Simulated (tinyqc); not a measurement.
Surface photovoltage measurement of the minority-carrier diffusion length in a wafer: one step, computed by the program tinyqc. Command: `OMP_NUM_THREADS=1 python tinyqc.py 3130302 3130303 out.jsonl spv walk`. One thread of a shared host (Intel(R) Xeon(R) Processor @ 2.30GHz), about 0.01 s of CPU time with the checks.

Low injection, steady light, a depletion layer much thinner than 1/alpha and L. The excess density dn is taken at the front edge of the neutral region; light that reaches the back is lost.

Problem. One wavelength. alpha = (84.732/lambda - 76.417)^2 per cm with lambda in micrometre (an empirical fit for silicon between 0.7 and 1.05 micrometre). Thick wafer: dn = Phi L/((S_f + D/L)(L + 1/alpha)). Finite wafer, with s = S_b L/D, w = W/L, a = alpha L: dn = [Phi a/(a^2 - 1)] [a - B - exp(-alpha W)(a - s)/(cosh w + s sinh w)]/(S_f + B D/L), B = (sinh w + s cosh w)/(cosh w + s sinh w). Photovoltage V = (k_B T/e) ln(1 + dn/n_0). Lifetime = L^2/D.

Inputs (values chosen for the exercise, modelled on p-type silicon at room temperature):
```
quantity                                             value        unit
diffusion length L                                      28  micrometre
wafer thickness W                                      775  micrometre
diffusivity D                                         30.8      cm^2/s
front recombination velocity S_f                      3200        cm/s
back recombination velocity S_b                        370        cm/s
photon flux entering                               1.5e+11  1/(cm^2 s)
minority density at the surface barrier scale n_0    4e+08      1/cm^3
temperature T                                          298           K
wavelength                                             964          nm
```

Constants: k_B = 8.617333262e-05 eV/K.

Give: alpha; penetration depth 1/alpha; dn, thick wafer; B; dn, finite wafer; photovoltage V; lifetime.

Solution.

alpha = 131.77 1/cm

penetration depth 1/alpha = 75.888 micrometre

dn, thick wafer = 2.8471e+06 1/cm^3

B = 1

dn, finite wafer = 2.8471e+06 1/cm^3

photovoltage V = 0.18213 mV

lifetime = 0.25455 microsecond
